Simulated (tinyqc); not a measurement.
Inside a calculation. Method: Pariser-Parr-Pople SCF with singles CI, for the molecule C=Cc1ccncc1Cl (SMILES; centres numbered as the heavy atoms are written). One step of it, computed by the program tinyqc.

Question. Iteration 1: orbitals and new P. Diagonalise F (the basis is taken as orthonormal) and form P = 2 sum c c over the lowest orbitals; 0.3 of the old P is kept.

F (eV):
```
,1C,2C,3C,4C,5C,6N,7C,8C,9Cl
1C,-6.773250,-3.528230,-0.353099,0.393333,0.195572,-0.103793,-0.149718,0.257429,-0.047864
2C,-3.528230,-5.829075,-4.110785,0.814721,0.439052,-0.198386,-0.250437,0.542421,-0.072719
3C,-0.353099,-4.110785,-3.789294,-3.748269,-0.161868,0.163433,0.250849,-3.017252,0.067659
4C,0.393333,0.814721,-3.748269,-4.622125,-4.052497,-0.216807,0.518627,0.091472,-0.007749
5C,0.195572,0.439052,-0.161868,-4.052497,-4.869034,-3.902379,-0.169900,0.235221,-0.032482
6N,-0.103793,-0.198386,0.163433,-0.216807,-3.902379,-7.190246,-4.599964,0.385082,-0.037643
7C,-0.149718,-0.250437,0.250849,0.518627,-0.169900,-4.599964,-3.404874,-3.611678,0.128679
8C,0.257429,0.542421,-3.017252,0.091472,0.235221,0.385082,-3.611678,-3.518397,-1.686233
9Cl,-0.047864,-0.072719,0.067659,-0.007749,-0.032482,-0.037643,0.128679,-1.686233,-11.525092
```

pi electrons, sum of z_r less the charge = 10

P at the start:
```
,1C,2C,3C,4C,5C,6N,7C,8C,9Cl
1C,0.200202,0.425931,0.182356,-0.273050,-0.166884,0.090486,0.114246,-0.146383,0.024055
2C,0.425931,0.958146,0.643589,-0.420758,-0.304755,0.149578,0.173838,-0.280162,0.040338
3C,0.182356,0.643589,1.453636,0.508270,0.083615,-0.091467,-0.129586,0.234751,-0.034010
4C,-0.273050,-0.420758,0.508270,1.041556,0.622089,0.110036,-0.294919,-0.047253,0.005272
5C,-0.166884,-0.304755,0.083615,0.622089,0.552062,0.508389,0.087746,-0.133748,0.024335
6N,0.090486,0.149578,-0.091467,0.110036,0.508389,1.263375,0.763092,-0.195418,0.025319
7C,0.114246,0.173838,-0.129586,-0.294919,0.087746,0.763092,0.776737,0.457076,-0.064681
8C,-0.146383,-0.280162,0.234751,-0.047253,-0.133748,-0.195418,0.457076,1.759304,0.034671
9Cl,0.024055,0.040338,-0.034010,0.005272,0.024335,0.025319,-0.064681,0.034671,1.994983
```

Give: orbital energies; P after iteration 1.

Answer.

orbital energies (eV): -12.8538  -11.8786  -11.2792  -9.0910  -7.1621  -3.5808  -0.2993  0.9253  3.6982

P after iteration 1:
```
,1C,2C,3C,4C,5C,6N,7C,8C,9Cl
1C,0.8170,0.7232,0.0657,-0.2525,-0.0530,0.1690,-0.0324,-0.3175,0.0670
2C,0.7232,0.9460,0.5466,-0.1353,-0.1689,0.0380,0.0753,-0.0441,-0.0117
3C,0.0657,0.5466,1.1220,0.5624,0.0632,-0.2040,0.0179,0.4674,-0.0674
4C,-0.2525,-0.1353,0.5624,1.0222,0.6806,0.0065,-0.3072,-0.0248,0.0012
5C,-0.0530,-0.1689,0.0632,0.6806,0.8094,0.5707,-0.0413,-0.2722,0.0526
6N,0.1690,0.0380,-0.2040,0.0065,0.5707,1.2569,0.7098,-0.0666,-0.0040
7C,-0.0324,0.0753,0.0179,-0.3072,-0.0413,0.7098,0.8486,0.5706,-0.0752
8C,-0.3175,-0.0441,0.4674,-0.0248,-0.2722,-0.0666,0.5706,1.1981,0.1249
9Cl,0.0670,-0.0117,-0.0674,0.0012,0.0526,-0.0040,-0.0752,0.1249,1.9798
```
